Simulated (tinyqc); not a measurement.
Printed widths: electron-beam lithography: double-Gaussian proximity function, edge placement and dose correction for parallel lines. Computed by tinyqc, a small Python program. Command: `OMP_NUM_THREADS=1 python tinyqc.py 3114068 3114069 out.jsonl proximity walk`. One thread of a shared host (Intel(R) Xeon(R) Processor @ 2.30GHz), about 0.01 s of CPU time with the checks.

Lines are infinitely long. Absorbed energy is counted so that the middle of a very large area written at dose 1 receives 1; the resist develops where it exceeds 1/2.

Inputs (values chosen for the exercise, of the order of those for 10 keV electrons in resist on silicon): forward range alpha = 0.01 micrometre; backscatter range beta = 1.2 micrometre; backscatter ratio eta = 0.85.

line widths (micrometre): [1.5, 0.062, 0.11, 0.26, 0.1]

gaps between the lines (micrometre): [0.16, 0.06, 0.56, 0.085]

Method:
- The first line starts at x = 0; each next one starts after the width and the gap.
- f(r) = [exp(-r^2/alpha^2)/alpha^2 + eta exp(-r^2/beta^2)/beta^2]/(pi (1 + eta)). A line from a to b at dose d gives E(x) = d [S(alpha) + eta S(beta)]/(1 + eta), S(s) = [erf((b - x)/s) - erf((a - x)/s)]/2.
- M_ij is the mean of E at the two edges of line i from line j at dose 1.
- Uncorrected edge energies are M 1. Solve M d = 1/2 for the doses d that put the mean edge energy of every line at the threshold.
- Edges are the roots of E(x) = 1/2 between a line centre and the middle of the next gap. Three cases: dose 1 everywhere; one common dose equal to the mean of d; the corrected doses.

Lines (micrometre):
```
line,left edge,right edge,centre
1,0.000,1.500,0.750
2,1.660,1.722,1.691
3,1.782,1.892,1.837
4,2.452,2.712,2.582
5,2.797,2.897,2.847
```

corrected doses: 1 0.95719, 2 0.90002, 3 0.95572, 4 1.24452, 5 1.34713

Width error, printed less drawn (nm):
```
line,drawn width (nm),dose 1,mean dose,corrected
1,1500,1.1725,3.6816,0.003471
2,62,1.7196,4.2328,0.000834
3,110,0.5144,2.9926,0.001419
4,260,-5.6082,-3.0263,0.001963
5,100,-7.7243,-5.0038,0.000659
```

What does the comparison show, and why?

With the common mean dose the errors span 9.2 nm. With corrected doses the largest error is below 0.01 nm.

Extremes, crossings and ranges named in words are read from the listed rows.
